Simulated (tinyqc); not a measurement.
# Delay unit and parasitic delay from two ring oscillators

Question. A ring of 11 inverters oscillates at 1/(2 x 11 d), with stage delay d = tau (h + p) for fan-out h. Find tau, p and the delay at fan-out 4.

frequencies of 11-stage ring oscillators with fan-out 2 and 4 (GHz): 5.0348411  3.2682302

Solution. d is a straight line in h with slope tau and intercept tau p.

tau = 2.44 ps
p = 1.70
delay at fan-out 4 = 13.9 ps

Numbers from tinyqc (`OMP_NUM_THREADS=1 python tinyqc.py 2082033 2082034 out.jsonl`; about 0.01 s on one thread of a shared Intel Xeon 2.30GHz).
